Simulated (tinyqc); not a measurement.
Gap and mesh density: special k points of the bcc lattice.

Lattice vectors in units of a: a1 = (-1/2, 1/2, 1/2), a2 = (1/2, -1/2, 1/2), a3 = (1/2, 1/2, -1/2); reciprocal vectors b_i with a_i . b_j = 2 pi delta_ij. Mesh: k = sum_i f_i b_i with f_i = (2 j_i + shift)/(2 N), j_i = 0 .. N-1. The point group of the lattice has 48 operations; only those that map the mesh onto itself are used.

A_m(k) = sum over the m-th star of lattice vectors R of cos(k . R), stars in order of length: m = 1: |R|^2 = 0.75, 8 vectors, such as (1, 1, 1) in the basis a_i; m = 2: |R|^2 = 1, 6 vectors, such as (1, 1, 0) in the basis a_i; m = 3: |R|^2 = 2, 12 vectors, such as (2, 1, 1) in the basis a_i; m = 4: |R|^2 = 2.75, 24 vectors, such as (2, 2, 1) in the basis a_i; m = 5: |R|^2 = 3, 8 vectors, such as (2, 2, 2) in the basis a_i; m = 6: |R|^2 = 4, 6 vectors, such as (2, 2, 0) in the basis a_i. The zone mean of every A_m is zero.

Test function, the lower band of a two-band insulator: E(k) = -sqrt(D^2 + (e0 - t A_1(k))^2).
Inputs chosen for the exercise: t = 0.61 eV (coupling); e0 = 2 eV (offset).

D takes the values listed; errors against the unshifted mesh with N = 30, for unshifted meshes.

Errors (meV):

| D (eV) | reference (eV) | N = 2 | N = 4 | N = 6 | N = 8 |
|---|---|---|---|---|---|
| 0.2 | -2.2689 | -459.800 | -1.131 | 13.547 | -2.092 |
| 0.4 | -2.3110 | -443.647 | -0.531 | 8.831 | -0.776 |
| 0.8 | -2.4497 | -405.245 | -1.271 | 3.155 | -0.023 |
| 1.5 | -2.8161 | -344.955 | -0.814 | 0.380 | 0.030 |
| 2.5 | -3.5064 | -286.484 | 0.173 | -0.012 | 0.002 |
| 4.0 | -4.7321 | -232.939 | 0.333 | -0.006 | 0.000 |

The first listed N from which the error stays below 0.5 meV is none for D = 0.2, none for D = 0.4, 8 for D = 0.8, 6 for D = 1.5, 4 for D = 2.5, 4 for D = 4 eV. A larger D makes the function smoother, so its Fourier coefficients fall faster with |R|; single entries change sign along a column, so a small error on one coarse mesh can be a cancellation.

Program tinyqc; command `OMP_NUM_THREADS=1 python tinyqc.py 1682706 1682707 out.jsonl`; about 0.1 s on one thread of a shared Intel(R) Xeon(R) Processor @ 2.30GHz.
